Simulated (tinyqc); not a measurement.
# Permittivity and interlayer from two capacitances

Inverse problem. A two-layer stack has Cox = eps0/(t1/e1 + t2/e2) and EOT = 3.9 eps0/Cox. Find e2, the EOT of layer 1 and, with e1 given, t1.

Values chosen for this exercise:

| symbol | value | unit | meaning |
|---|---|---|---|
| e1 | 3.81 |  | relative permittivity of layer 1 |

Constants: eps0 = 8.8541878128e-14 F/cm where lengths are in cm. Results are converted to the units shown.

Cox at t2 = 2.2 and 8.1 nm (uF/cm^2): 2.7279421  1.5768203

Solution. EOT is linear in t2 with slope 3.9/e2, and its intercept is the EOT of layer 1.

e2 = 24.9
EOT of layer 1 = 0.921 nm
t1 = 0.900 nm

tinyqc, about 0.01 s, one thread, Intel Xeon 2.30GHz (shared host): `OMP_NUM_THREADS=1 python tinyqc.py 2010062 2010063 out.jsonl`
